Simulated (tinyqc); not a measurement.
# Composition from the perpendicular lattice constant

Question. The layer is x parts of the first compound and 1 - x of the second, grown coherently on the third as substrate and barrier. Rows of the table: lattice constant a, average valence level Ea on an absolute scale, spin-orbit splitting so, gaps at Gamma, X and L, hydrostatic deformation potentials av and ac (Gamma), shear potential b, elastic constants, electron and heavy-hole (along z) masses. All are interpolated linearly in x; gaps get -C x (1 - x), taken wholly in the conduction band; real line-ups can differ from this model by 0.1 eV or more. In-plane strain e = (a_substrate - a)/a, e_z = -2 (c12/c11) e, volume change 2 e + e_z. X-ray diffraction gives a_z = a (1 + e_z) of the coherent layer. Find x, e and the relaxed Gamma gap.

Parameters, values chosen for the exercise:
```
symbol,value,unit,meaning
CG,0.477,eV,bowing of the Gamma gap
CX,1.4,eV,bowing of the X gap
CL,0.33,eV,bowing of the L gap
```

Binary compounds, values chosen for the exercise:
```
              close to InAs  close to GaAs  close to InP
a (angstrom)          6.058          5.653         5.869
Ea (eV)               -6.67          -6.92         -7.04
so (eV)               0.381          0.336         0.109
EG (eV)               0.351           1.41          1.35
EX (eV)                1.36           1.91           2.2
EL (eV)                1.07            1.7          1.95
av (eV)                   1           1.17          1.27
ac (eV)               -5.11          -7.12         -4.97
b (eV)                 -1.8          -1.71         -1.72
c11 (GPa)              84.5            118           100
c12 (GPa)              44.7           54.1            56
me (m0)              0.0231         0.0679        0.0801
mh (m0)               0.333          0.355         0.527
```

lattice constant along the growth direction = 5.73158718 angstrom

Solution. a_z changes steadily with x, about (1 + 2 c12/c11) times as fast as the relaxed lattice constant, so one composition matches.

x = 0.360
e = 1.21 %
relaxed Gamma gap = 0.919 eV

tinyqc, about 0.01 s, one thread, Intel Xeon 2.30GHz (shared host): `OMP_NUM_THREADS=1 python tinyqc.py 2690076 2690077 out.jsonl`
